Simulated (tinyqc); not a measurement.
The phase diagram: regular and subregular solution with a miscibility gap. Computed by tinyqc, a small Python program. Command: `OMP_NUM_THREADS=1 python tinyqc.py 3020155 3020156 out.jsonl regsol walk`. One thread of a shared host (Intel(R) Xeon(R) Processor @ 2.30GHz), about 0.02 s of CPU time with the checks.

Per mole of mixing sites: G(x) = x (1 - x) [L0 + L1 (1 - 2x)] + R T [x ln x + (1 - x) ln(1 - x)], x the fraction of B.

Inputs (values chosen for the exercise, for a model alloy): interaction L0 = 38.6 kJ/mol; size misfit eta = d ln a/dx = 0.015; asymmetry L1 = 1.1 kJ/mol.

Source of L0: given.

Constants: R = 8.314462618 J/(mol K).

Method:
- L0 and eta are given.
- The spinodal is G'' = 0, R T_s(x) = x (1 - x) [2 L0 + 6 L1 (1 - 2x)]; the critical point is its maximum.
- G' = L0 (1 - 2x) + L1 (1 - 6x + 6x^2) + R T ln[x/(1 - x)]; G'' = -2 L0 - 6 L1 (1 - 2x) + R T/[x (1 - x)].
- Common tangent: F1 = G'(x1) - G'(x2) = 0 and F2 = [G - x G'](x1) - [G - x G'](x2) = 0. Newton step: J = [[G''(x1), -G''(x2)], [-x1 G''(x1), x2 G''(x2)]], J dx = -F; a step that would leave 0 < x < 1 is halved until it stays inside. The start is x1 = s0, x2 = 1 - s0.
- For this table each start is x_s1/6 and 1 - (1 - x_s2)/6. The dilute estimate of x1 is exp(-(L0 + L1)/(R T)).

critical temperature T_c = 2325.48 K

critical composition x_c = 0.478743

L0 = 38.6 kJ/mol

Binodal and spinodal:

| T (K) | binodal x1 | spinodal x_s1 | spinodal x_s2 | binodal x2 | dilute estimate of x1 |
|---|---|---|---|---|---|
| 930 | 0.0062523 | 0.10481 | 0.87804 | 0.99160 | 0.0058917 |
| 1163 | 0.018959 | 0.13658 | 0.84200 | 0.97578 | 0.016480 |
| 1395 | 0.041908 | 0.17176 | 0.80259 | 0.94825 | 0.032621 |
| 1628 | 0.078518 | 0.21209 | 0.75801 | 0.90557 | 0.053241 |
| 1860 | 0.13391 | 0.26006 | 0.70584 | 0.84271 | 0.076758 |
| 2093 | 0.22210 | 0.32339 | 0.63829 | 0.74563 | 0.10215 |
| 2232 | 0.31076 | 0.37977 | 0.57940 | 0.65101 | 0.11774 |

The dilute estimate is 0.94 of x1 at the lowest T and 0.38 at the highest: it drops the pull of the other solutes and the impurity of the second phase. Near the top the binodal is 1.70 times as wide as the spinodal; the mean-field limit at T_c is sqrt(3) = 1.73. The gap is lopsided: at the lowest T, A dissolves 0.0063 of B and B dissolves 0.0084 of A. Caution: a real alloy may melt or decompose below this critical temperature.

Extremes, crossings and ranges named in words are read from the listed rows.
